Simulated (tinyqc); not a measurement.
From results back to parameters: five-level k.p model folded onto the conduction band. Three cases, with inputs chosen for the exercise.

Problem. The levels are known; the mass and the g factor at E = Eg are given. Find Ep and Ep2.

Second-order sums for the lowest conduction level at E: 1/m = 1 + Cm + (Ep/3)(2/E + 1/(E + Dso)) - (Ep2/3)(2/(E7 + D2 - E) + 1/(E7 - E)); g/2 = 1 + Cg - (Ep/3)(1/E - 1/(E + Dso)) - (Ep2/3)(1/(E7 - E) - 1/(E7 + D2 - E)). E is counted from the top of the valence band; E = Eg at the edge.

Case 1.

Values chosen (near those of GaAs; not measured data):
- Eg = 1.518 eV (gap at Gamma to the s-like level)
- Dso = 0.34 eV (spin-orbit splitting)
- E7 = 4.61 eV (upper Gamma7 conduction level, from the valence top)
- D2 = 0.16 eV (its spin-orbit splitting, Gamma8 above Gamma7)
- Cm = -0.2 (remote term in 1/m)
- Cg = -0.02 (remote term in g/2)

m = 0.06580070 m0
g = -0.135998

Case 2.

Values chosen (near those of CdTe; not measured data):
- Eg = 1.6 eV (gap at Gamma to the s-like level)
- Dso = 0.905 eV (spin-orbit splitting)
- E7 = 5.31 eV (upper Gamma7 conduction level, from the valence top)
- D2 = 0.29 eV (its spin-orbit splitting, Gamma8 above Gamma7)
- Cm = -0.8 (remote term in 1/m)
- Cg = 0 (remote term in g/2)

m = 0.09898448 m0
g = -0.869813

Case 3.

Values chosen (near those of InAs; not measured data):
- Eg = 0.406 eV (gap at Gamma to the s-like level)
- Dso = 0.389 eV (spin-orbit splitting)
- E7 = 4.42 eV (upper Gamma7 conduction level, from the valence top)
- D2 = 0.16 eV (its spin-orbit splitting, Gamma8 above Gamma7)
- Cm = -2 (remote term in 1/m)
- Cg = -0.02 (remote term in g/2)

m = 0.02322207 m0
g = -15.749900

Find: coefficients of (Ep, Ep2); right-hand sides 1/m - 1 - Cm and 1 + Cg - g/2; Ep, Ep2.

Solution. Both sums are linear in Ep and Ep2, so two equations fix them.

Case 1.

coefficients of (Ep, Ep2) (1/eV):
```
         1         2
1  0.61858  -0.31281
2  0.04018   0.00530
```

right-hand sides 1/m - 1 - Cm and 1 + Cg - g/2: 14.3974  1.0480

Ep, Ep2 (eV): 25.50  4.40

Case 2.

coefficients of (Ep, Ep2) (1/eV):
```
         1         2
1  0.54973  -0.25651
2  0.07527   0.00651
```

right-hand sides 1/m - 1 - Cm and 1 + Cg - g/2: 9.9026  1.4349

Ep, Ep2 (eV): 18.90  1.90

Case 3.

coefficients of (Ep, Ep2) (1/eV):
```
         1         2
1  2.06132  -0.24276
2  0.40173   0.00318
```

right-hand sides 1/m - 1 - Cm and 1 + Cg - g/2: 44.0625  8.8549

Ep, Ep2 (eV): 22.00  5.30

Computed by tinyqc, one run a case: `OMP_NUM_THREADS=1 python tinyqc.py N N+1 out.jsonl` with N = 1050461, 1050464, 1050477; one thread of a shared Intel(R) Xeon(R) Processor @ 2.30GHz, about 0.01 s a run at most.
